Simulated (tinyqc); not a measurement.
Inside a calculation: core-shell quantum dot (spherical envelope functions). Values are carried at full precision from step to step, so a last printed digit may differ when a step is redone from the rounded ones.

Parabolic bands; strain and other valleys are left out. s states, u = r psi, hard wall at R + H, c = hbar^2/2m0, energies from the band edges of the core. Core: u = sin(k1 r)/k1, k1 = sqrt(m1 E/c). At R, psi and psi'/m are continuous, so u is continuous and its slope in the shell is s = u/R + (m2/m1)(u' - u/R). Shell: u(R + x) = u(R) cos(k2 x) + s sin(k2 x)/k2, k2 = sqrt(m2 (E - V)/c); for negative arguments the functions turn into sinh and cosh. A level has u(R + H) = 0.

Constants: hbar^2/2m0 = 3.80998211 eV angstrom^2; e^2/(4 pi eps0) = 14.39964547 eV angstrom; hc = 1239.841984 eV nm.

Values chosen for the exercise (near those of a CdTe/CdSe core-shell dot; not measured data):

| symbol | value | unit | meaning |
|---|---|---|---|
| R | 28 | angstrom | core radius |
| H | 12 | angstrom | shell thickness |
| Vc | -0.302 | eV | conduction edge of the shell above that of the core |
| me1 | 0.102 | m0 | electron, core |
| me2 | 0.129 | m0 | electron, shell |
| E | 0.07 | eV | trial energy of the electron |
| Vv | 0.549 | eV | hole barrier of the shell |
| mh1 | 0.363 | m0 | hole, core |
| mh2 | 0.441 | m0 | hole, shell |
| Eg | 1.505 | eV | gap of the core |
| eps | 7.3 |  | dielectric constant |

## Shooting at a trial energy

Carry the electron solution outwards.

k1^2 = 0.0018740 1/angstrom^2
k2^2 = 0.012595 1/angstrom^2
u(R) = 21.630 angstrom
s = 0.2395
u(R + H) = 6.886 angstrom

u(R + H) is positive: no node yet, so the lowest level lies above the trial energy.

## Ground states

Find the lowest root for electron and hole, and the share of u^2 inside the core.

Levels:

| carrier | E (eV) | share in the core |
|---|---|---|
| electron | 0.1286 | 0.725 |
| hole | 0.0950 | 0.973 |

The core holds 34 % of the volume. The line-up is of type II (Vc < 0), but the shell is too thin to draw the electron out, so both carriers sit mainly in the core.

## Overlap and Coulomb integrals

Overlap = (integral of u_e u_h)^2 with normalised u. Coulomb integrals J_ab = (q/eps) double integral of u_a(r)^2 u_b(s)^2/max(r, s), q = e^2/(4 pi eps0), one eps everywhere. Exciton E = Eg + E_e + E_h - J_eh; first-order biexciton shift J_ee + J_hh - 2 J_eh (positive: repulsive).

Integrate numerically.

overlap = 0.780

J_eh, J_ee, J_hh (meV): 87.3  77.1  106.3

## Exciton and biexciton

Give E, the wavelength hc/E and the biexciton shift.

E = 1.641 eV
wavelength = 755 nm
biexciton shift = 9 meV

At first order the shift is the Coulomb integral of the net charge density with itself and cannot be negative; correlation, left out here, lowers it, and may reverse a shift as small as this.

## Checks

- Level without offset and mass step against c (pi/(R + H))^2/m, eV: both 0.2304.
- J_ee in that case against 1.786 q/(eps (R + H)), meV: both 88.1.

Program tinyqc; command `OMP_NUM_THREADS=1 python tinyqc.py 1282606 1282607 out.jsonl`; about 0.02 s on one thread of a shared Intel(R) Xeon(R) Processor @ 2.30GHz.
